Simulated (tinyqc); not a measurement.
Pariser-Parr-Pople SCF with singles CI, for the molecule C=C1C=CC=CC=C1O (SMILES; centres numbered as the heavy atoms are written), step by step. Computed by tinyqc, a small Python program that keeps every step. Settings: charge = 0, gamma = Ohno, start = huckel, damping = 0.5, iteration cap = 74, excitations kept = 9. Command: `OMP_NUM_THREADS=1 python tinyqc.py 27127 27128 out.jsonl` (the two numbers bound the seeds that draw the settings). One thread of a shared host (Intel(R) Xeon(R) Processor @ 2.60GHz), about 0.02 s of CPU time with the checks. Later iterations appear only in the table of the cycle.

## PPP integrals

Centres (angstrom, eV; a flat drawing with bonds scaled to 1.40 angstrom):
```
centre         x         y  core charge z         W  gamma_rr
1C      -2.11200  -1.30700              1  11.16000  11.13000
2C      -0.85000  -0.70000              1  11.16000  11.13000
3C       0.24400  -1.57300              1  11.16000  11.13000
4C       1.60900  -1.26100              1  11.16000  11.13000
5C       2.21700   0.00000              1  11.16000  11.13000
6C       1.60900   1.26100              1  11.16000  11.13000
7C       0.24400   1.57300              1  11.16000  11.13000
8C      -0.85000   0.70000              1  11.16000  11.13000
9O      -2.11200   1.30700              2  33.00000  21.50000
```

Resonance integrals (eV):
```
i  j      beta
1  2  -2.39000
2  3  -2.39000
3  4  -2.39000
4  5  -2.39000
5  6  -2.39000
6  7  -2.39000
7  8  -2.39000
8  9  -2.24000
8  2  -2.39000
```

Ohno: gamma = 14.399645/sqrt(R^2 + a^2), a = 2 x 14.399645/(gamma_rr + gamma_ss); H_rr = -W_r - sum_(s != r) z_s gamma_rs; H_rs = beta for bonds.

repulsion gamma_rs (eV):
```
          1C        2C        3C        4C        5C        6C        7C        8C
1C  11.13000   7.55273   5.33125   3.65494   3.06151   3.06207   3.65528   5.33155
2C   7.55273  11.13000   7.55494   5.07987   4.23330   4.23408   5.07925   7.55386
3C   5.33125   7.55494  11.13000   7.55327   5.07808   4.23361   4.23315   5.07925
4C   3.65494   5.07987   7.55327  11.13000   7.55409   5.08016   4.23361   4.23408
5C   3.06151   4.23330   5.07808   7.55409  11.13000   7.55409   5.07808   4.23330
6C   3.06207   4.23408   4.23361   5.08016   7.55409  11.13000   7.55327   5.07987
7C   3.65528   5.07925   4.23315   4.23361   5.07808   7.55327  11.13000   7.55494
8C   5.33155   7.55386   5.07925   4.23408   4.23330   5.07987   7.55494  11.13000
9O   5.21919   5.69210   3.76545   3.12597   3.12538   3.76509   5.69175   8.69902

          9O
1C   5.21919
2C   5.69210
3C   3.76545
4C   3.12597
5C   3.12538
6C   3.76509
7C   5.69175
8C   8.69902
9O  21.50000
```

core matrix H (eV):
```
           1C         2C         3C         4C         5C         6C         7C         8C
1C  -53.24771   -2.39000    0.00000    0.00000    0.00000    0.00000    0.00000    0.00000
2C   -2.39000  -63.83223   -2.39000    0.00000    0.00000    0.00000    0.00000   -2.39000
3C    0.00000   -2.39000  -57.75445   -2.39000    0.00000    0.00000    0.00000    0.00000
4C    0.00000    0.00000   -2.39000  -54.80196   -2.39000    0.00000    0.00000    0.00000
5C    0.00000    0.00000    0.00000   -2.39000  -54.20320   -2.39000    0.00000    0.00000
6C    0.00000    0.00000    0.00000    0.00000   -2.39000  -55.48732   -2.39000    0.00000
7C    0.00000    0.00000    0.00000    0.00000    0.00000   -2.39000  -59.93107   -2.39000
8C    0.00000   -2.39000    0.00000    0.00000    0.00000    0.00000   -2.39000  -67.62488
9O    0.00000    0.00000    0.00000    0.00000    0.00000    0.00000    0.00000   -2.24000

           9O
1C    0.00000
2C    0.00000
3C    0.00000
4C    0.00000
5C    0.00000
6C    0.00000
7C    0.00000
8C   -2.24000
9O  -72.08394
```

## Starting guess

pi electrons, sum of z_r less the charge = 10

Orbitals of the Hueckel matrix of the beta values.

P at the start:
```
          1C        2C        3C        4C        5C        6C        7C        8C
1C   1.28354   0.76803  -0.23466  -0.27531   0.25745   0.14162  -0.31788  -0.06170
2C   0.76803   0.98717   0.49272   0.02278  -0.13368  -0.06043   0.07992   0.36799
3C  -0.23466   0.49272   1.15636   0.69496  -0.15109  -0.21860   0.11545   0.08826
4C  -0.27531   0.02278   0.69496   0.98249   0.61005   0.02480  -0.21026  -0.06061
5C   0.25745  -0.13368  -0.15109   0.61005   1.15837   0.61838  -0.15127  -0.14401
6C   0.14162  -0.06043  -0.21860   0.02480   0.61838   0.98230   0.68464   0.02321
7C  -0.31788   0.07992   0.11545  -0.21026  -0.15127   0.68464   1.15679   0.50999
8C  -0.06170   0.36799   0.08826  -0.06061  -0.14401   0.02321   0.50999   0.98634
9O  -0.08766  -0.05783  -0.32094   0.14055   0.26413  -0.27552  -0.24237   0.75350

          9O
1C  -0.08766
2C  -0.05783
3C  -0.32094
4C   0.14055
5C   0.26413
6C  -0.27552
7C  -0.24237
8C   0.75350
9O   1.30664
```

## Iteration 1: Fock matrix

F_rr = H_rr + P_rr gamma_rr / 2 + sum_(s != r) P_ss gamma_rs; F_rs = H_rs - P_rs gamma_rs / 2; E = tr P (H + F) / 2 + core repulsion sum_(r<s) z_r z_s gamma_rs.

F (eV):
```
          1C        2C        3C        4C        5C        6C        7C        8C
1C  -6.03225  -5.29036   0.62553   0.50312  -0.39409  -0.21683   0.58097   0.16449
2C  -5.29036  -5.09058  -4.25124  -0.05787   0.28296   0.12793  -0.20297  -3.77988
3C   0.62553  -4.25124  -4.72963  -5.01462   0.38362   0.46273  -0.24437  -0.22415
4C   0.50312  -0.05787  -5.01462  -3.99531  -4.69417  -0.06298   0.44508   0.12832
5C  -0.39409   0.28296   0.38362  -4.69417  -4.80054  -4.72566   0.38409   0.30481
6C  -0.21683   0.12793   0.46273  -0.06298  -4.72566  -4.60592  -4.97563  -0.05896
7C   0.58097  -0.20297  -0.24437   0.44508   0.38409  -4.97563  -6.54256  -4.31646
8C   0.16449  -3.77988  -0.22415   0.12832   0.30481  -0.05896  -4.31646  -7.80266
9O   0.22876   0.16459   0.60425  -0.21968  -0.41276   0.51868   0.68977  -5.51735

           9O
1C    0.22876
2C    0.16459
3C    0.60425
4C   -0.21968
5C   -0.41276
6C    0.51868
7C    0.68977
8C   -5.51735
9O  -15.81087
```

pi energy = -147.32757 eV

## Iteration 1: orbitals and new P

Diagonalise F (the basis is taken as orthonormal) and form P = 2 sum c c over the lowest orbitals; 0.5 of the old P is kept.

orbital energies (eV): -19.03804  -13.75593  -12.08158  -11.04141  -7.86690  -2.46611  -0.25667  3.01395  4.08237

P after iteration 1:
```
          1C        2C        3C        4C        5C        6C        7C        8C
1C   1.29743   0.77372  -0.24684  -0.26897   0.24084   0.15217  -0.29706  -0.07024
2C   0.77372   0.97483   0.46874   0.04936  -0.11726  -0.08103   0.05743   0.38125
3C  -0.24684   0.46874   1.09894   0.71934  -0.08251  -0.25596   0.04575   0.16312
4C  -0.26897   0.04936   0.71934   0.94569   0.58601   0.05404  -0.18687  -0.07900
5C   0.24084  -0.11726  -0.08251   0.58601   1.09812   0.66010  -0.09250  -0.22323
6C   0.15217  -0.08103  -0.25596   0.05404   0.66010   0.94390   0.64007   0.04137
7C  -0.29706   0.05743   0.04575  -0.18687  -0.09250   0.64007   1.13460   0.59130
8C  -0.07024   0.38125   0.16312  -0.07900  -0.22323   0.04137   0.59130   0.96437
9O  -0.05179  -0.07937  -0.25641   0.10520   0.22818  -0.18920  -0.25754   0.61196

          9O
1C  -0.05179
2C  -0.07937
3C  -0.25641
4C   0.10520
5C   0.22818
6C  -0.18920
7C  -0.25754
8C   0.61196
9O   1.54212
```

## Iteration 2: Fock matrix

As before.

F (eV):
```
          1C        2C        3C        4C        5C        6C        7C        8C
1C  -5.76002  -5.31185   0.65799   0.49153  -0.36867  -0.23297   0.54292   0.18725
2C  -5.31185  -5.03098  -4.16064  -0.12538   0.24820   0.17154  -0.14585  -3.82996
3C   0.65799  -4.16064  -5.13366  -5.10670   0.20951   0.54182  -0.09684  -0.41426
4C   0.49153  -0.12538  -5.10670  -4.74684  -4.60337  -0.13726   0.39558   0.16724
5C  -0.36867   0.24820   0.20951  -4.60337  -5.47495  -4.88323   0.23486   0.47249
6C  -0.23297   0.17154   0.54182  -0.13726  -4.88323  -5.10715  -4.80729  -0.10508
7C   0.54292  -0.14585  -0.09684   0.39558   0.23486  -4.80729  -6.49851  -4.62362
8C   0.18725  -3.82996  -0.41426   0.16724   0.47249  -0.10508  -4.62362  -6.96087
9O   0.13516   0.22590   0.48275  -0.16442  -0.35658   0.35618   0.73293  -4.90172

           9O
1C    0.13516
2C    0.22590
3C    0.48275
4C   -0.16442
5C   -0.35658
6C    0.35618
7C    0.73293
8C   -4.90172
9O  -14.25871
```

pi energy = -148.68650 eV

## Iteration 2: orbitals and new P

As before.

orbital energies (eV): -17.32118  -13.90537  -12.26425  -11.39372  -8.05776  -2.00029  -0.49637  2.85325  3.61399

P after iteration 2:
```
          1C        2C        3C        4C        5C        6C        7C        8C
1C   1.28043   0.78784  -0.24172  -0.26914   0.23004   0.15468  -0.29056  -0.07118
2C   0.78784   0.97274   0.44587   0.05706  -0.10420  -0.08620   0.04621   0.38172
3C  -0.24172   0.44587   1.06685   0.74084  -0.05240  -0.28022   0.01647   0.20178
4C  -0.26914   0.05706   0.74084   0.93629   0.56541   0.06069  -0.17171  -0.08267
5C   0.23004  -0.10420  -0.05240   0.56541   1.07605   0.69004  -0.06945  -0.26208
6C   0.15468  -0.08620  -0.28022   0.06069   0.69004   0.92876   0.60759   0.05247
7C  -0.29056   0.04621   0.01647  -0.17171  -0.06945   0.60759   1.12657   0.63984
8C  -0.07118   0.38172   0.20178  -0.08267  -0.26208   0.05247   0.63984   0.94352
9O  -0.03455  -0.08695  -0.21702   0.08211   0.20397  -0.14221  -0.26349   0.53457

          9O
1C  -0.03455
2C  -0.08695
3C  -0.21702
4C   0.08211
5C   0.20397
6C  -0.14221
7C  -0.26349
8C   0.53457
9O   1.66879
```

## Convergence

Stop when output and input P, before any damping, agree to 1e-7.

Course of the cycle:
```
iteration        E (eV)  largest |P(out) - P(in)|
1          -147.3275694                  4.71e-01
2          -148.6864966                  2.53e-01
3          -149.4096793                  1.41e-01
4          -149.8080752                  8.15e-02
5          -150.0311465                  4.88e-02
6          -150.1574509                  3.24e-02
7          -150.2297712                  2.52e-02
8          -150.2717215                  1.93e-02
9          -150.2964222                  1.48e-02
10         -150.3112087                  1.22e-02
11         -150.3202151                  1.00e-02
...                 ...                       ...
64         -150.3359405                  7.93e-07
65         -150.3359405                  6.68e-07
66         -150.3359405                  5.63e-07
67         -150.3359405                  4.75e-07
68         -150.3359405                  4.00e-07
69         -150.3359405                  3.38e-07
70         -150.3359405                  2.85e-07
71         -150.3359405                  2.40e-07
72         -150.3359405                  2.02e-07
73         -150.3359405                  1.71e-07
74         -150.3359405                  1.44e-07
```

Not converged within 74 iterations: the residual falls steadily but slowly, by a factor of about 0.84 a step. Reruns (cap 100 unless said): damping 0: converged in 36 (E = -150.33594); the original settings with a cap of 400: converged in 77 (E = -150.33594).
